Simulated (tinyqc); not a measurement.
# Worked calculation: minority carriers and saturation current of a heavily doped emitter

tinyqc, about 0.01 s, one thread, Intel Xeon 2.30GHz (shared host): `OMP_NUM_THREADS=1 python tinyqc.py 2330102 2330103 out.jsonl` Printed values are rounded.

n-type, parabolic bands, full ionisation. eta = (EF - Ec)/kB T solves N = Nc F12(eta), F12(x) = (2/sqrt(pi)) int_0^infinity sqrt(u)/(1 + exp(u - x)) du. The gap shrinks rigidly by dEg = a3 y^(1/3) + a4 y^(1/4) + a2 y^(1/2), y = N/1e18 cm^-3, an empirical law that is here taken as the true narrowing.

Parameters, values chosen for the exercise; band and dielectric values close to those of silicon: temperature T = 300 K; band gap Eg = 1.11 eV; conduction-band density of states at 300 K Nc = 2.77e19 cm^-3; valence-band density of states at 300 K Nv = 2.61e19 cm^-3; ionised donor density N = 6.9e19 cm^-3; coefficient of (N/1e18)^(1/3) a3 = 9.6 meV; coefficient of (N/1e18)^(1/4) a4 = 9.2 meV; coefficient of (N/1e18)^(1/2) a2 = 3 meV; minority-hole mobility mup = 130 cm^2/(V s); Auger coefficient Cn = 2.8e-31 cm^6/s; defect lifetime ts = 2.8 us; emitter width W = 780 nm; recombination velocity at the contact S = 1.1e5 cm/s.

Constants: q = 1.602176634e-19 C, kB = 1.380649e-23 J/K, Vt = kB T/q. Results are converted to the units shown.

Range of the model: Band tails, non-parabolic bands and incomplete ionisation are left out.

## Iteration 1: Fermi level

eta at the start (Boltzmann value) = 0.9127

Newton step on ln F12(eta) = ln(N/Nc): eta(new) = eta - ln(Nc F12/N) F12/Fm, Fm(x) = dF12/dx = (1/sqrt(pi)) int_0^infinity u^(-1/2)/(1 + exp(u - x)) du.

F12 = 1.48768
Fm = 0.988197
eta after iteration 1 = 1.68870

## Course of the iteration

Stop when eta changes by less than 1e-9.

Course of the iteration:
```
iteration      eta   change
1          1.68870    0.776
2          1.76411   0.0754
3          1.76478  6.69e-4
4          1.76478  5.22e-8
5          1.76478        0
```

Converged in 5 iterations.

## Effective intrinsic density

converged eta = 1.76478

ni = sqrt(Nc Nv) exp(-Eg/(2 Vt)), Eg in volts; degeneracy factor g = F12(eta) exp(-eta); nie^2 = ni^2 exp(dEg/kB T) g, p0 = nie^2/N; apparent narrowing dEg + kB T ln g.

ni = 1.27635e10 cm^-3
dEg = 90.8104 meV
g = 0.426514
apparent narrowing = 68.7817 meV
nie = 4.82738e10 cm^-3
p0 = 33.7733 cm^-3

Narrowing multiplies p0 by 33.5 and degeneracy by 0.427.

## Saturation current

1/tau = Cn N^2 + 1/ts, D = mup Vt, L = sqrt(D tau); J0 = (q p0 D/L)(s + tanh(W/L))/(1 + s tanh(W/L)), s = S L/D; the share recombining inside is 1 - 1/[cosh(W/L)(1 + tanh(W/L)/s)].

tau = 0.749942 ns
L = 502.033 nm
s = 1.64319
J0 = 370.204 fA/cm^2
share recombining inside = 73.9904 %

Bulk and contact share the loss.
